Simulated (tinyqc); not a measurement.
Inside a calculation. Model: millisecond and nanosecond annealing: surface heating, thermal budget and solid-phase regrowth. Computed by tinyqc, a small Python program that keeps every step. Command: `OMP_NUM_THREADS=1 python tinyqc.py 3025169 3025170 out.jsonl flash walk`. One thread of a shared host (Intel(R) Xeon(R) Processor @ 2.30GHz), about 0.02 s of CPU time with the checks. Intermediate numbers are printed to about 6 digits and carried at full precision; extremes and crossings named in words are read from the listed rows.

A square pulse heats the surface of a thick wafer with constant thermal properties; losses by radiation are neglected and silicon melts at 1414 C.

Inputs (values chosen for the exercise, modelled on hot silicon with phosphorus): incident fluence = 0.242 J/cm^2; pulse length t_p = 3.2e-08 s; reflectance R = 0.33; thermal conductivity k = 0.28 W/(cm K); heat capacity per volume c = 2.1 J/(cm^3 K); preheat temperature T0 = 25 C; wafer thickness d = 775 um; dopant prefactor D0 = 5.14 cm^2/s; dopant activation energy E = 3.67 eV; regrowth prefactor v0 = 4.5e+08 cm/s; regrowth energy E_v = 2.69 eV; amorphous layer = 11 nm.

Source: pulsed laser.

Constants: k_B = 8.617333262e-05 eV/K.

## Peak temperature

Absorbed flux q = (1 - R) fluence/t_p; kappa = k/c. With f(z, t) = (2 q/k) sqrt(kappa t) ierfc(z/(2 sqrt(kappa t))), ierfc(x) = exp(-x^2)/sqrt(pi) - x erfc(x): T = T0 + f(z, t) during the pulse and T0 + f(z, t) - f(z, t - t_p) after it. At the surface the rise at the end of the pulse is 2 q sqrt(t_p/(pi k c)); the fluence that just melts the surface scales with (1414 - T0).

absorbed flux q = 5.06688e+06 W/cm^2

kappa = 0.133333 cm^2/s

thermal length sqrt(kappa t_p) = 0.653197 um

peak temperature = 1358.77 C

fluence at the melting threshold = 0.252021 J/cm^2

The heated layer is 0.084 % of the wafer thickness, so the cold bulk quenches the surface. Caution: cold silicon conducts heat several times better than the constant k used here, so the real melting fluence is higher.

## Temperature in depth and time

The formulas are those given above.

Temperature (C):
```
t/t_p  surface  z = 0.5 thermal lengths    z = 1    z = 2
0.10    446.78                   94.998   29.660   25.001
0.25    691.89                  260.981   84.402   26.156
0.50    968.12                  492.601  221.962   45.072
0.75   1180.08                  684.010  363.038   87.231
1.00   1358.77                  850.263  496.962  143.804
1.10   1002.10                  841.599  543.596  168.902
1.50    715.41                  667.512  544.481  256.822
2.00    577.47                  553.603  488.240  300.120
4.00    382.38                  375.993  357.506  292.848
10.00   241.44                  240.020  235.812  219.789
```

One tenth of a pulse length after the end the surface has lost 357 C: cooling starts as sqrt(t - t_p), much faster than heating ends.

## Thermal budget

Temperatures in kelvin are T(C) + 273.15. Integrate exp(-E/(k_B T(t))) at the surface from 0 to 10 t_p (Gauss-Legendre, 60 points in sqrt(t) up to t_p and 60 in sqrt(t - t_p) after it). (Dt) = D0 x integral with E; regrowth = v0 x integral with E_v; effective time = integral/exp(-E/(k_B T_peak)).

budget (Dt) = 6.69562e-20 cm^2

diffusion length 2 sqrt(Dt) = 0.00517518 nm

effective time over t_p = 0.0878101

possible regrowth = 0.0833845 nm

Only 8.8 % of the pulse counts at the peak; the estimate 2 k_B T_peak^2/(E (T_peak - T0)) gives 9.4 %. The amorphous layer of 11 nm regrows only by 0.76 % of its thickness. Caution: equilibrium diffusivities are used; implant damage enhances diffusion, and k and c vary with temperature. Caution: the peak lies above 1150 C, and amorphous silicon melts some 200 to 250 K below the crystal, so a layer that has not regrown before the peak may melt instead. Caution: a diffusion length below the atomic spacing of 0.235 nm means about one jump per atom or fewer, so the profile does not change measurably.

## Same peak temperature, different pulse lengths

For each t_p the flux is set so that the peak temperature stays the same: q sqrt(t_p) is fixed.

Pulses:
```
t_p (s)   fluence (J/cm^2)   q (W/cm^2)  thermal length (um)  2 sqrt(Dt) (nm)  regrowth (nm)
1.00e-07       4.27800e-01  2.86626e+06          1.15470e+00      9.14851e-03    2.60577e-01
1.00e-06       1.35282e+00  9.06390e+05          3.65148e+00      2.89301e-02    2.60577e+00
1.00e-05       4.27800e+00  2.86626e+05          1.15470e+01      9.14851e-02    2.60577e+01
1.00e-04       1.35282e+01  9.06390e+04          3.65148e+01      2.89301e-01    2.60577e+02
3.00e-04       2.34315e+01  5.23305e+04          6.32456e+01      5.01084e-01    7.81730e+02
1.00e-03       4.27800e+01  2.86626e+04          1.15470e+02      9.14851e-01    2.60577e+03
3.00e-03       7.40971e+01  1.65483e+04          2.00000e+02      1.58457e+00    7.81730e+03
1.00e-02       1.35282e+02  9.06390e+03          3.65148e+02      2.89301e+00    2.60577e+04
```

Fluence and diffusion length grow as sqrt(t_p), regrowth as t_p. The layer of 11 nm regrows from t_p = 1e-05 s on among these rows, at a diffusion length of 0.091 nm. Caution: amorphous silicon melts some 200 to 250 K below the crystal, which matters for the short pulses that reach the peak before regrowth. Caution: the shortest pulses need a source absorbed within their thermal length, and the longest also heat the back of the wafer, which the thick-wafer formula leaves out.

Checks made by the program: heat stored at the end of the pulse against the absorbed fluence (relative difference below 1e-10).
